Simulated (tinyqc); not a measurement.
What each parameter does: temperature and isotope dependence of a band gap in oscillator models.

E(T) = E0 - sum_i sl_i th_i n_i(T), n = 1/(exp(th/T) - 1). The same coupling lowers the gap at 0 K by the zero-point term ZP = sum_i sl_i th_i/2, so the gap of the static lattice is E0 + ZP. Thermal expansion is taken as part of the slopes.

Parameters, chosen for this exercise (near those of diamond; shifted at random, so the results belong to these values and not to a real crystal):
- E0 = 5.453 eV (gap at 0 K)
- th = (454, 1556) K (temperatures of two oscillators)
- sl = (0.1737, 0.4253) meV/K (their high-temperature slopes)
- T = 400 K (temperature)

Gap at T, slope -sum sl_i (th_i/T)^2 n_i (1 + n_i) and ZP.

Results for these values:

| case | E(T) (eV) | dE/dT (meV/K) | ZP (meV) |
|---|---|---|---|
| base | 5.4018 | -0.2933 | 370.31 |

What happens to each result for th = (454, 1867) K, all else kept?

Answer: E(T) rises from 5.4018 to 5.4081; dE/dT rises from -0.2933 to -0.2449; ZP rises from 370.31 to 436.45.

The same for each parameter in turn:

| case | E(T) (eV) | dE/dT (meV/K) | ZP (meV) |
|---|---|---|---|
| base | 5.4018 | -0.2933 | 370.31 |
| T = 440 K | 5.3895 | -0.3234 | 370.31 |
| E0 = 5.463 eV | 5.4118 | -0.2933 | 370.31 |
| th = (454, 1867) K | 5.4081 | -0.2449 | 436.45 |
| sl = (0.2258, 0.4253) meV/K | 5.3906 | -0.3402 | 382.14 |

Program tinyqc; command `OMP_NUM_THREADS=1 python tinyqc.py 1880909 1880910 out.jsonl`; about 0.01 s on one thread of a shared Intel(R) Xeon(R) Processor @ 2.30GHz.
